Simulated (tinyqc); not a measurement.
Lattice vibrations of a chain, step by step. One step of it, computed by the program tinyqc.

Problem. Dynamical matrix at q = 0.48. q is in units of 2 pi/a. A spring k from atom i to atom j, n cells on, adds k to Phi_ii and Phi_jj, -k exp(2 pi i q n) to Phi_ij and the conjugate to Phi_ji (for one atom a cell: 2k (1 - cos 2 pi q n)); D_ij = Phi_ij / sqrt(m_i m_j).

A chain moving along its axis:
```
atom,mass (u),spring to the next atom (eV/angstrom^2)
1,29.900000,2.700000
2,111.900000,25.100000
3,30.600000,10.600000
4,49.100000,15.400000
```

Give: D(q).

Solution.

D(q) (eV/(angstrom^2 u)), lower triangle (Hermitian):
```
,1,2,3,4
1,0.605
2,-0.047,0.248
3,0.000,-0.429,1.167
4,0.399-0.050i,0.000,-0.273,0.530
```
